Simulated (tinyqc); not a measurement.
# Worked calculation: MOSFET in the linear regime without short-channel effects, parameter extraction from computed curves

Numbers from tinyqc (`OMP_NUM_THREADS=1 python tinyqc.py 2210106 2210107 out.jsonl`; about 0.01 s on one thread of a shared Intel Xeon 2.30GHz). Printed values are rounded.

Inversion charge Q = Cox n Vt W0(exp((Vg - VT)/(n Vt))), W0 the Lambert function and n = nf; u = Q/Cox; mobility mu = mu0/(1 + th1 u + th2 u^2); channel resistance Rch = (L - dL)/(W mu Q); Id = Vd/(Rch + Rsd/W). Cox = eps0 eox/tox. Small Vd, no channel-length or drain effects.

Inputs (values chosen for the exercise); channel values of the order met in silicon transistors: temperature T = 300 K; relative permittivity of the gate insulator (close to silicon dioxide) eox = 3.9; insulator thickness tox = 4.9 nm; low-field mobility mu0 = 330 cm^2/(V s); first mobility attenuation factor th1 = 0.13 1/V; second mobility attenuation factor th2 = 0.17 1/V^2; threshold voltage VT = 0.53 V; body factor nf = 1.42; gate width W = 1 um; drawn gate length L = 0.059 um; drawn less effective length dL = 0.02 um; source plus drain resistance Rsd = 170 ohm um; drain voltage Vd = 0.05 V.

Constants: q = 1.602176634e-19 C, kB = 1.380649e-23 J/K, Vt = kB T/q, eps0 = 8.8541878128e-14 F/cm where lengths are in cm. Results are converted to the units shown.

## Transfer curve

| point | Vg (V) |
|---|---|
| 0 | 0.37 |
| 1 | 0.45 |
| 2 | 0.53 |
| 3 | 0.61 |
| 4 | 0.69 |
| 5 | 0.77 |
| 6 | 0.85 |
| 7 | 0.93 |
| 8 | 1.01 |
| 9 | 1.09 |
| 10 | 1.17 |
| 11 | 1.25 |

u, mu, Rch and Id as defined.

| point | u (V) | mu (cm^2/(V s)) | Rch (ohm) | Id (uA) |
|---|---|---|---|---|
| 0 | 4.63895e-4 | 329.980 | 3.61526e5 | 0.138238 |
| 1 | 0.00374961 | 329.838 | 44746.6 | 1.11317 |
| 2 | 0.0208197 | 329.085 | 8077.26 | 6.06262 |
| 3 | 0.0612235 | 327.187 | 2762.70 | 17.0492 |
| 4 | 0.117342 | 324.294 | 1454.31 | 30.7823 |
| 5 | 0.181359 | 320.647 | 951.660 | 44.5768 |
| 6 | 0.249630 | 316.381 | 700.713 | 57.4242 |
| 7 | 0.320460 | 311.580 | 554.247 | 69.0372 |
| 8 | 0.392972 | 306.310 | 459.752 | 79.3963 |
| 9 | 0.466663 | 300.632 | 394.465 | 88.5794 |
| 10 | 0.541222 | 294.602 | 347.085 | 96.6958 |
| 11 | 0.616444 | 288.275 | 311.419 | 103.860 |

## Threshold and mobility at the peak transconductance

gm_i = (Id_(i+1) - Id_(i-1))/(Vg_(i+1) - Vg_(i-1)); at the point j of largest gm the tangent meets the axis at V_ext = Vg_j - Id_j/gm_j; field-effect mobility gm_j L/(W Cox Vd) with the drawn L.

| point | gm (uS) |
|---|---|
| 1 | 37.0274 |
| 2 | 99.5999 |
| 3 | 154.498 |
| 4 | 172.048 |
| 5 | 166.512 |
| 6 | 152.877 |
| 7 | 137.326 |
| 8 | 122.139 |
| 9 | 108.122 |
| 10 | 95.5009 |

j = 4
V_ext = 0.511083 V
field-effect mobility = 288.080 cm^2/(V s)

V_ext is 19 mV below the model VT, and the mobility so found is 42 % below mu0 L/(L - dL) = 499 cm^2/(V s), the value for the drawn L; attenuation, series resistance and the slow approach of Q to a straight line all lower the peak gm.

## The Y function

Y_i = Id_i/sqrt(gm_i). For Id = beta Vd x/(1 + th x), x = Vg - VT, Y = sqrt(beta Vd) x whatever th. Slope s from points 7 and 10; VT_Y = Vg - Y/s at point 10; beta = s^2/Vd; mobility beta L/(W Cox) with the drawn L; th* = (beta Vd x/Id - 1)/x at point 10.

| point | Y (uA^0.5 V^0.5) |
|---|---|
| 1 | 0.182937 |
| 2 | 0.607479 |
| 3 | 1.37164 |
| 4 | 2.34680 |
| 5 | 3.45451 |
| 6 | 4.64433 |
| 7 | 5.89125 |
| 8 | 7.18412 |
| 9 | 8.51874 |
| 10 | 9.89473 |

s = 16.6812 uA^0.5 V^-0.5
VT_Y = 0.576833 V
beta = 5565.23 uA/V^2
mobility from Y = 465.927 cm^2/(V s)
th* = 1.19184 1/V

The mobility from Y is 6.7 % below mu0 L/(L - dL) = 499 cm^2/(V s), which it should reach in deep inversion when th2 = 0. th* compares with th1 + mu0 Cox Rsd/(L - dL) = 1.14 1/V, since series resistance enters like th1.
